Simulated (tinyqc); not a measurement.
X-ray reflectivity of a thin film on silicon: critical angles, Parratt recursion, fringes and roughness: one step, computed by the program tinyqc. Command: `OMP_NUM_THREADS=1 python tinyqc.py 3120808 3120809 out.jsonl xrr walk`. One thread of a shared host (Intel(R) Xeon(R) Processor @ 2.30GHz), about 0.01 s of CPU time with the checks.

n = 1 - delta + i beta; the classical electron radius is r_e = 2.8179403e-6 nm. Layer 0 is vacuum, 1 the film, 2 the substrate.

Question. Reflectivity at one angle. k_j = (2 pi/lambda) sqrt(sin^2 theta - 2 delta_j + 2 i beta_j); r_ij = (k_i - k_j)/(k_i + k_j) x exp(-2 k_i k_j sigma^2) (Nevot-Croce); r = (r_01 + r_12 p)/(1 + r_01 r_12 p), p = exp(2 i k_1 d); R = |r|^2.

Inputs (values chosen for the exercise, modelled on SiO2 on silicon, copper K-alpha radiation):
```
quantity,value,unit
wavelength lambda,0.15406,nm
film thickness d,13.3,nm
roughness of the surface sigma_1,0.12,nm
roughness of the interface sigma_2,0.68,nm
grazing angle theta,1.77,degrees
```

Constants:
```
layer,rho_e (1/nm^3),delta,beta,critical angle (degrees),q_c (1/nm)
film,693.6723,7.383905e-06,1.033747e-07,0.2201814,0.3134570
substrate,711.4015,7.572626e-06,1.741704e-07,0.2229774,0.3174375
```

Give: k_0, k_1, k_2; 1000 r_01; 1000 r_12; p; reflectivity R; q = 4 pi sin(theta)/lambda.

Answer.

k_0, k_1, k_2 (1/nm): [1.260, 1.250, 1.250]

1000 r_01 = 3.727-0.053i

1000 r_12 = 0.02369-0.00891i

p = -0.2574+0.9625i

reflectivity R = 1.391e-05

q = 4 pi sin(theta)/lambda = 2.519 1/nm
